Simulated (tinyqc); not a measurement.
# Changing the substrate thickness t_S

Model: elastic strain and critical thickness of a cubic alloy layer A(1-x)B(x) on a thick substrate. Computed by tinyqc, a small Python program. Command: `OMP_NUM_THREADS=1 python tinyqc.py 3021910 3021911 out.jsonl misfit sweep`. One thread of a shared host (Intel(R) Xeon(R) Processor @ 2.30GHz), about 0.01 s of CPU time with the checks.

Strain is positive in tension. The layer is coherent with the substrate unless said otherwise.

Inputs (values chosen for the exercise, modelled on GaAs(1-x)Sb(x) on GaAs): fraction x of B = 0.22; lattice constant a_A = 5.653 angstrom; lattice constant a_B = 6.096 angstrom; substrate lattice constant a_S = 5.653 angstrom; layer thickness h = 160 nm; biaxial modulus of the substrate M_S = 128 GPa; wafer diameter W = 200 mm.

Growth plane: (111).

C11, C12, C44 of A (GPa): [118.3, 52.88, 60.53]

C11, C12, C44 of B (GPa): [87.1, 40.43, 43.76]

Method:
- a = (1 - x) a_A + x a_B, the same rule for each C_ij; misfit f = (a_S - a)/a, the in-plane strain of the coherent layer.
- (111): D = 2 (C11 + 2 C12 - 2 C44)/(C11 + 2 C12 + 4 C44), M = 6 C44 (C11 + 2 C12)/(C11 + 2 C12 + 4 C44). The free surface carries no normal stress, so e_perp = -D f; dV/V = 2 f + e_perp; stress = M f; energy per area = M f^2 h (1 GPa nm = 1 J/m^2).
- Stoney: curvature = 6 |stress| h/(M_S t_S^2); radius = 1/curvature; bow = curvature W^2/8.

One run for each value:
```
substrate thickness t_S (micrometre)  curvature (1/m)  radius of curvature (m)  bow (micrometre)
100                                            2.0903                    0.478             10452
150                                            0.9290                    1.076              4645
220                                            0.4319                    2.315              2159
320                                            0.2041                    4.899              1021
460                                            0.0988                   10.123               494
680                                            0.0452                   22.121               226
1000                                           0.0209                   47.840               105
```

What does the table show, and why?

Over the rows, curvature (1/m) falls from 2.09 to 0.0209 (exponent d ln y / d ln x about -2.0 throughout); radius of curvature (m) rises from 0.478 to 47.8 (exponent d ln y / d ln x about 2.0 throughout); bow (micrometre) falls from 10500 to 105 (exponent d ln y / d ln x about -2.0 throughout). The exponent of curvature stays at -2: the bending stiffness grows as t^3 and the lever arm as t.

Caution (all rows): M_S is near the value for a (001) wafer; a (111) wafer is stiffer and bends less. Caution (all rows): the curvature assumes a coherent layer, but h exceeds h_c. Caution (rows 100, 150, 220, 320, 460, 680): a bow above a fifth of the wafer thickness is beyond Stoney's small-deflection limit.
